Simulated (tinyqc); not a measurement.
From results back to parameters: inter-valley coupling by envelope functions against a chain of atomic planes. Two cases, with inputs chosen for the exercise.

Problem. A dot lies across a step of ns planes: a share w on one terrace and 1 - w on the other, whose valley coupling is turned by exp(-2 i phi0 ns), phi0 being the valley phase per plane. The splitting is D0 |w + (1 - w) exp(-2 i phi0 ns)|. It was computed for a hidden w > 1/2.

Find: w; least splitting, at w = 1/2.

Method. Squaring gives 1 - 4 w (1 - w) sin^2(phi0 ns) = (splitting/D0)^2, a quadratic for w; at w = 1/2 the value is D0 |cos(phi0 ns)|.

Case 1.

Values chosen (out of a larger set: near those of the Delta valleys of silicon in a SiGe well; not measured data): D0 = 143 micro-eV (splitting on a flat terrace); ns = 2 (height of a step in planes).

phi0 = 1.78742 rad
splitting = 132.2143 micro-eV

Solution.

w = 0.71
least splitting, at w = 1/2 = 129.8 micro-eV

Case 2.

Values chosen (out of a larger set: near those of the Delta valleys of silicon in a SiGe well; not measured data): D0 = 73 micro-eV (splitting on a flat terrace); ns = 1 (height of a step in planes).

phi0 = 1.86504 rad
splitting = 27.8955 micro-eV

Solution.

w = 0.63
least splitting, at w = 1/2 = 21.2 micro-eV

Computed by tinyqc, one run a case: `OMP_NUM_THREADS=1 python tinyqc.py N N+1 out.jsonl` with N = 1481148, 1481309; one thread of a shared Intel(R) Xeon(R) Processor @ 2.30GHz, about 0.1 s a run at most.
